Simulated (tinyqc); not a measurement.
Gain against bias and Miller's formula: avalanche multiplication and breakdown of a junction from ionisation integrals. Computed by tinyqc, a small Python program. Command: `OMP_NUM_THREADS=1 python tinyqc.py 3021949 3021950 out.jsonl impact walk`. One thread of a shared host (Intel(R) Xeon(R) Processor @ 2.30GHz), about 0.01 s of CPU time with the checks.

Ionisation coefficients follow the local field. Position x runs through the depletion layer from the p side (x = 0), where electrons enter, to the n side (x = w), where holes enter. The built-in voltage is neglected.

Inputs (values chosen for the exercise, modelled on InP):
```
quantity                   value    unit
electron prefactor a_n  5.59e+06    1/cm
electron field b_n      3.14e+06    V/cm
hole prefactor a_p      1.81e+06    1/cm
hole field b_p           2.3e+06    V/cm
exponent c                     1       -
permittivity eps            12.5       -
doping gradient a        3.3e+19  1/cm^4
```

Junction: linearly graded.

Constants: e = 1.602176634e-19 C; eps_0 = 8.8541878128e-12 F/m.

Method:
- alpha_n = a_n exp(-(b_n/F)^c), alpha_p = a_p exp(-(b_p/F)^c).
- Field F = F_m [1 - (2x/w - 1)^2], w = sqrt(8 eps eps_0 F_m/(e a)), V = (2/3) F_m w.
- With Phi(x) = int_0^x (alpha_n - alpha_p) dx': 1 - 1/M_n = I_n = int_0^w alpha_n exp(-Phi) dx and M_p = M_n exp(-Phi(w)); trapezoid rule on 401 even points; breakdown at I_n = 1.
- Solve I_n(F_m) = 1.
- Miller's exponent n is defined by 1 - 1/M = (V/V_B)^n for the larger M.

breakdown voltage = 220.837 V

critical field F_m = 0.403150 MV/cm

Gain:
```
V/V_B   V (V)  F_m (MV/cm)     M_n     M_p  Miller exponent n
0.50   110.42      0.25397   1.004   1.039             4.7526
0.60   132.50      0.28679   1.018   1.128             4.2635
0.70   154.59      0.31783   1.066   1.344             3.8201
0.80   176.67      0.34742   1.211   1.876             3.4135
0.90   198.75      0.37580   1.763   3.644             3.0449
0.95   209.79      0.38960   2.964   7.290             2.8764
0.98   216.42      0.39776   6.642  18.306             2.7806
0.99   218.63      0.40046  12.798  36.688             2.7497
```

What follows from these numbers?

The larger gain passes 2 between 0.800 and 0.900 of V_B and reaches 36.7 at 0.99. Miller's exponent runs from 2.7 to 4.8, so it is not a constant: a fit holds over a narrow range only. From the first row to the last the voltage grows by a factor 1.98 and the peak field by 1.58.

Extremes, crossings and ranges named in words are read from the listed rows.
